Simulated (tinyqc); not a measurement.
Subthreshold parameters from three currents.

Inverse problem. Far below threshold and for Vds well above Vt the virtual-source current tends to I = Cinv n Vt vx0 exp((Vgs - VT0 + dl Vds + al Vt)/(n Vt)) per width, with constant n; the three currents follow this limit. Find n, dl and VT0.

Inputs (values chosen for the exercise):
- T = 300 K (temperature)
- Cinv = 3.12 uF/cm^2 (inversion capacitance)
- vx0 = 2.41e7 cm/s (velocity at the virtual source)
- al = 3.5 (threshold shift (in units of Vt) from weak to strong inversion)

Constants: q = 1.602176634e-19 C, kB = 1.380649e-23 J/K, Vt = kB T/q. Results are converted to the units shown.

I at (Vgs, Vds) = (-0.2, 0.3), (-0.10, 0.3) and (-0.2, 0.7) V (nA/um): 0.62811713  18.148716  5.0552182

Answer. The first two currents differ in Vgs alone and give n; the first and third differ in Vds alone and give dl; the size of the first then gives VT0.

n = 1.150
dl = 0.1550 V/V
VT0 = 0.3170 V

Program tinyqc, `OMP_NUM_THREADS=1 python tinyqc.py 2380070 2380071 out.jsonl`; Intel Xeon 2.30GHz, shared host, one thread, about 0.01 s.
